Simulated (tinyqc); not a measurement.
Inside a calculation. Method: empirical pseudopotential in a few plane waves. One step of it, computed by the program tinyqc.

Question. Levels at G. Diagonalise the Hermitian matrix.

H(k) at G (eV), lower triangle (Hermitian):
```
                     +0+0+0               -1-1-1               -1-1+1               -1+1-1
+0+0+0             0.000000
-1-1-1   1.991480-0.432931i            11.625933
-1-1+1  -1.991480-0.432931i   0.000000+1.306147i            11.625933
-1+1-1  -1.991480-0.432931i   0.000000+1.306147i             0.095240            11.625933
-1+1+1  -1.991480+0.432931i            -0.095240   0.000000+1.306147i   0.000000+1.306147i
+1-1-1  -1.991480-0.432931i   0.000000+1.306147i             0.095240             0.095240
+1-1+1  -1.991480+0.432931i            -0.095240   0.000000+1.306147i             0.000000
+1+1-1  -1.991480+0.432931i            -0.095240             0.000000   0.000000+1.306147i
+1+1+1   1.991480+0.432931i             0.000000            -0.095240            -0.095240
-2+0+0   0.000000-1.306147i  -1.991480+0.432931i  -1.991480-0.432931i  -1.991480-0.432931i
+0-2+0   0.000000-1.306147i  -1.991480+0.432931i  -1.991480-0.432931i   0.538758-0.298241i
+0+0-2   0.000000-1.306147i  -1.991480+0.432931i   0.538758-0.298241i  -1.991480-0.432931i
+0+0+2   0.000000+1.306147i  -0.538758-0.298241i   1.991480+0.432931i  -0.538758+0.298241i
+0+2+0   0.000000+1.306147i  -0.538758-0.298241i  -0.538758+0.298241i   1.991480+0.432931i
+2+0+0   0.000000+1.306147i  -0.538758-0.298241i  -0.538758+0.298241i  -0.538758+0.298241i

                     -1+1+1               +1-1-1               +1-1+1               +1+1-1
-1+1+1            11.625933
+1-1-1             0.000000            11.625933
+1-1+1             0.095240   0.000000+1.306147i            11.625933
+1+1-1             0.095240   0.000000+1.306147i             0.095240            11.625933
+1+1+1   0.000000+1.306147i            -0.095240   0.000000+1.306147i   0.000000+1.306147i
-2+0+0   1.991480-0.432931i   0.538758-0.298241i  -0.538758-0.298241i  -0.538758-0.298241i
+0-2+0  -0.538758-0.298241i  -1.991480-0.432931i   1.991480-0.432931i  -0.538758-0.298241i
+0+0-2  -0.538758-0.298241i  -1.991480-0.432931i  -0.538758-0.298241i   1.991480-0.432931i
+0+0+2  -1.991480+0.432931i  -0.538758+0.298241i  -1.991480+0.432931i   0.538758+0.298241i
+0+2+0  -1.991480+0.432931i  -0.538758+0.298241i   0.538758+0.298241i  -1.991480+0.432931i
+2+0+0   0.538758+0.298241i   1.991480+0.432931i  -1.991480+0.432931i  -1.991480+0.432931i

                     +1+1+1     -2+0+0     +0-2+0     +0+0-2
+1+1+1            11.625933
-2+0+0  -0.538758+0.298241i  15.501244
+0-2+0  -0.538758+0.298241i   0.095240  15.501244
+0+0-2  -0.538758+0.298241i   0.095240   0.095240  15.501244
+0+0+2  -1.991480-0.432931i  -0.095240  -0.095240   0.000000
+0+2+0  -1.991480-0.432931i  -0.095240   0.000000  -0.095240
+2+0+0  -1.991480-0.432931i   0.000000  -0.095240  -0.095240

           +0+0+2     +0+2+0     +2+0+0
+0+0+2  15.501244
+0+2+0   0.095240  15.501244
+2+0+0   0.095240   0.095240  15.501244
```

Give: eigenvalues.

Answer.

eigenvalues (eV): -3.9578  7.6837  7.6837  7.6837  8.2937  11.8909  11.8909  11.8909  15.3108  15.3108  15.7898  18.9879  18.9879  18.9879  19.5798
